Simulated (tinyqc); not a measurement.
# Signal and retention of a DRAM cell: what changes with what

A stored one starts at Vd and leaks: Cs dV/dt = -I(V), I = a sqrt((V + Vb)/(Vd + Vb)) + b, with a = Ig exp[-(Eg1 q/kB)(1/T - 1/T0)] (generation in a depletion layer) and b = Is exp[-(Es q/kB)(1/T - 1/T0)]. The bit line is precharged to Vd/2, and charge sharing gives the signal (V - Vd/2) Cs/(Cs + Cb).

Inputs (values chosen for the exercise): array voltage Vd = 1.1 V; cell capacitance Cs = 19 fF; bit-line capacitance Cb = 57 fF; smallest signal that the sense amplifier resolves dm = 69 mV; built-in plus back-bias voltage of the storage junction Vb = 1.45 V; junction leakage at V = Vd and T0 Ig = 0.85 fA; voltage-independent leakage at T0 Is = 0.079 fA; activation energy of Is Es = 0.44 eV; reference temperature T0 = 358 K; temperature T = 328 K; deviation of ln(retention time) over the cells sg = 0.67; cells Nc = 1.72e10; refresh interval tr = 32 ms; activation energy of Ig Eg1 = 0.52 eV.

Constants: q = 1.602176634e-19 C, kB = 1.380649e-23 J/K. Results are converted to the units shown.

Each table varies one quantity; the others keep the values above.

## Effect of the bit-line capacitance

The cell fails below Vc = Vd/2 + dm (Cs + Cb)/Cs. With s = sqrt((Vc + Vb)/(Vd + Vb)), the time from Vd to Vc is t = [2 Cs (Vd + Vb)/a] [1 - s - (b/a) ln((a + b)/(a s + b))]. This time is the median of a log-normal spread: failing cells = Nc erfc(z/sqrt 2)/2, z = ln(t/tr)/sg.

Effect of the bit-line capacitance:

| Cb (fF) | Vc (V) | retention time (s) | failing cells |
|---|---|---|---|
| 15 | 0.6735 | 41.47 | 9.034e-17 |
| 30 | 0.7279 | 35.98 | 8.698e-16 |
| 45 | 0.7824 | 30.55 | 1.118e-14 |
| 60 | 0.8369 | 25.18 | 2.119e-13 |
| 75 | 0.8914 | 19.86 | 6.981e-12 |
| 90 | 0.9458 | 14.60 | 5.407e-10 |
| 105 | 1.000 | 9.397 | 1.917e-7 |
| 120 | 1.055 | 4.241 | 0.002591 |

Vc rises by dm/Cs = 3.63 mV for each fF, and the retention time falls from 41.5 to 4.24 s; the margin is gone at Cb = 132 fF.

## Failing cells against the refresh interval

Same model as above.

Result of one run:

| tr (ms) | z | failing cells |
|---|---|---|
| 1024 | 4.8417 | 11073 |

What becomes of these results when the refresh interval tr is changed from 1024 to 64 ms, all else the same?

Result of the changed run:

| tr (ms) | z | failing cells |
|---|---|---|
| 64 | 8.9799 | 2.3316e-9 |

The whole series:

| tr (ms) | z | failing cells |
|---|---|---|
| 16 | 11.049 | 1.9074e-18 |
| 32 | 10.014 | 1.1331e-13 |
| 64 | 8.9799 | 2.3316e-9 |
| 128 | 7.9453 | 1.6659e-5 |
| 256 | 6.9108 | 0.041457 |
| 512 | 5.8762 | 36.099 |
| 1024 | 4.8417 | 11073 |
| 2048 | 3.8071 | 1.2091e6 |

Doubling the interval lowers z by ln 2/sg = 1.03 and multiplies the count by 59400 between the first two rows and by 109 between the last two. The count passes 1 at tr = 512 ms among the rows.

Range of the model: Real arrays also hold a tail of unusually leaky cells and cells whose retention varies in time, which this model lacks.

Program tinyqc, `OMP_NUM_THREADS=1 python tinyqc.py 2130141 2130142 out.jsonl`; Intel Xeon 2.30GHz, shared host, one thread, about 0.01 s.
